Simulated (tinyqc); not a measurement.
What each parameter does: two-band massive Dirac model of the K valleys.

Basis (conduction, valence): H = [[D/2, a t (tau kx - i ky)], [a t (tau kx + i ky), -D/2 + lam tau sz]], valley tau = +/-1, spin sz = +/-1. The gap of a spin and valley is G = D - lam tau sz. Berry curvature Omega = curl of i<u|grad u>; for the conduction band Omega_c = -tau 2 a^2 t^2 G/(G^2 + 4 a^2 t^2 k^2)^(3/2), and Omega_v = -Omega_c.

Constants: hbar^2/2m0 = 3.80998211 eV angstrom^2.

Values chosen for the exercise (near those used for monolayer WS2; the results hold for these values, not for the real material): a = 3.2 angstrom (lattice constant); D = 1.8 eV (gap parameter); t = 1.44 eV (effective hopping); lam = 0.203 eV (half the valence spin splitting).

Flavour tau = sz = +1 at k = 0: gap G, mass c G/(a t)^2 with c = hbar^2/2m0, Omega_c, and the B - A splitting 2 lam.

One parameter was then changed.

Results before and after:

| case | G (eV) | mass (m0) | Omega_c (angstrom^2) | B - A (eV) |
|---|---|---|---|---|
| base | 1.5970 | 0.2866 | -16.651 | 0.4060 |
| changed | 1.5970 | 0.3538 | -13.487 | 0.4060 |

Which of these changes was made? (a) a = 3.264 angstrom; (b) D = 1.62 eV; (c) lam = 0.3045 eV; (d) t = 1.296 eV.

Answer: (d) t = 1.296 eV. Of the candidates, run in turn, only this one gives the changed row.

All candidates:

| case | G (eV) | mass (m0) | Omega_c (angstrom^2) | B - A (eV) |
|---|---|---|---|---|
| base | 1.5970 | 0.2866 | -16.651 | 0.4060 |
| a = 3.264 angstrom | 1.5970 | 0.2754 | -17.324 | 0.4060 |
| D = 1.62 eV | 1.4170 | 0.2543 | -21.150 | 0.4060 |
| t = 1.296 eV | 1.5970 | 0.3538 | -13.487 | 0.4060 |
| lam = 0.3045 eV | 1.4955 | 0.2683 | -18.988 | 0.6090 |

The mass goes as G/(a t)^2 and the curvature as (a t)^2/G^2, so their product is -2c/G.

tinyqc: `OMP_NUM_THREADS=1 python tinyqc.py 1452787 1452788 out.jsonl`; about 0.01 s, one thread, shared Intel(R) Xeon(R) Processor @ 2.30GHz.
